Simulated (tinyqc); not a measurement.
Raising U: Hubbard ring of 6 sites, mean field against exact. Computed by the program tinyqc. 

one-body matrix (hopping and site energies) (eV):
```
         1        2        3        4        5        6
1   0.0000  -0.6300   0.0000   0.0000   0.0000  -0.6300
2  -0.6300   0.0000  -0.6300   0.0000   0.0000   0.0000
3   0.0000  -0.6300   0.0000  -0.6300   0.0000   0.0000
4   0.0000   0.0000  -0.6300   0.0000  -0.6300   0.0000
5   0.0000   0.0000   0.0000  -0.6300   0.0000  -0.6300
6  -0.6300   0.0000   0.0000   0.0000  -0.6300   0.0000
```

electrons, up and down: 3  3

Collinear unrestricted mean field (the lowest of 40 random starts) against exact diagonalisation.

Exact and mean-field results (eV):
```
U          U/t   E exact  E mean field  mean |n_up - n_down|  double occupancy, exact  first gap in the sector
0.320    0.508  -4.57639      -4.56000                 0.000                    0.233                    1.151
0.630    1.000  -4.15873      -4.09500                 0.000                    0.216                    1.043
1.260    2.000  -3.40796      -3.15000                 0.000                    0.181                    0.827
1.890    3.000  -2.79301      -2.30031                 0.554                    0.145                    0.635
2.520    4.000  -2.31128      -1.78688                 0.758                    0.111                    0.485
3.780    6.000  -1.66857      -1.22699                 0.891                    0.064                    0.306
5.040    8.000  -1.29032      -0.93070                 0.938                    0.039                    0.220
7.560   12.000  -0.88191      -0.62569                 0.972                    0.019                    0.143
12.600  20.000  -0.53708      -0.37706                 0.990                    0.007                    0.086
```

In absolute terms mean field is worst at U/t = 4.0, 0.524 eV too high: at small U it is nearly exact, and at large U it misses only exchange-scale energies. Its local moments set in at U/t = 3.0 of those listed, a broken symmetry that the exact state of a finite cluster with equal spins does not have. Relative to the exact energy its error is 0.4 % at the smallest U, 30 % at most and 30 % at the largest. The double occupancy falls from 0.233 to 0.007; at the largest U the first gap is 0.68 times the exchange scale 4t^2/U.
